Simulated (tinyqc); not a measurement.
MOSFET in saturation, small-signal circuit and noise: two steps of the calculation.

Bias by the inversion coefficient IC = I/Ispec (charge-based model with velocity saturation; weak inversion below 0.1, strong above 10). Common-source circuit: gm, gds, Cgs, Cgd and Cj at the inner nodes, Rg in series with the gate; quasi-static, no source or drain resistance, no gate-body capacitance, no substrate network, no induced gate noise, so fmax is an upper estimate.

Values chosen for this exercise:
```
symbol,value,unit,meaning
f,40,GHz,signal frequency
```

Question 1. Admittance matrix. Inner admittances at w = 2 pi f: y11 = i w (Cgs + Cgd), y12 = -i w Cgd, y21 = gm - i w Cgd, y22 = gds + i w (Cgd + Cd). Invert to Z, add Rg to Z11 and invert back to Y.

gm = 70.095380 mS
gds = 6.7291565 mS
Cgs = 29.067011 fF
Cgd = 16.8 fF
Cd = 56.8 fF
Rg = 11.428571 ohm

Find: inner y; Y with Rg.

Answer 1.

inner y (mS):
```
               1              2
1  0.000+11.528i   0.000-4.222i
2  70.095-4.222i  6.729+18.498i
```

Y with Rg (mS):
```
                1              2
1   1.493+11.331i  -0.547-4.150i
2  68.353-13.227i  7.367+21.796i
```

Question 2. Current gain and unilateral power gain. |h21| = |Y21/Y11|; U = |Y21 - Y12|^2/(4 [Re Y11 Re Y22 - Re Y12 Re Y21]). Extrapolated at 20 dB a decade: f |h21| and f sqrt(U).

Y with Rg (mS):
```
                          1                        2
1   1.49279213+11.33097009i  -0.54677441-4.15026605i
2  68.35274449-13.22739350i  7.36744253+21.79604988i
```

Wanted: |h21|; U; f |h21|; f sqrt(U).

Answer 2.

|h21| = 6.092
U = 24.96
f |h21| = 243.7 GHz
f sqrt(U) = 199.8 GHz

Program tinyqc, `OMP_NUM_THREADS=1 python tinyqc.py 2150107 2150108 out.jsonl`; Intel Xeon 2.30GHz, shared host, one thread, about 0.01 s.
